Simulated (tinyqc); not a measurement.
Growth of a silicide layer between metal and silicon: linear-parabolic kinetics, ramp anneals and Kissinger analysis: one step, computed by the program tinyqc.

One compound layer of thickness x grows by diffusion through itself and reaction at an interface, dx/dt = 1/(2x/K + 1/v), until the metal is used up at x = a h.

Problem. Ramp anneal. K = K0 exp(-E/(k_B T)), v = v0 exp(-E_v/(k_B T)). Temperatures in kelvin are T(C) + 273.15. Ramp from x = 0 at 100 C at the rate beta: dx/dT = (1/beta)/(2x/K + 1/v), integrated adaptively (tolerance 1e-9) until x = a h at T_f.

Inputs (values chosen for the exercise, modelled on CoSi2):
```
quantity,value,unit
prefactor of the parabolic constant K,6e+14,nm^2/s
activation energy E of K,2.33,eV
prefactor of the interface velocity v,3.4e+14,nm/s
activation energy E_v,2.56,eV
ramp rate beta,10,C/s
```

final thickness = 21.472 nm

Constants: k_B = 8.617333262e-05 eV/K.

Give: completion temperature T_f.

Solution.

completion temperature T_f = 687.45 C
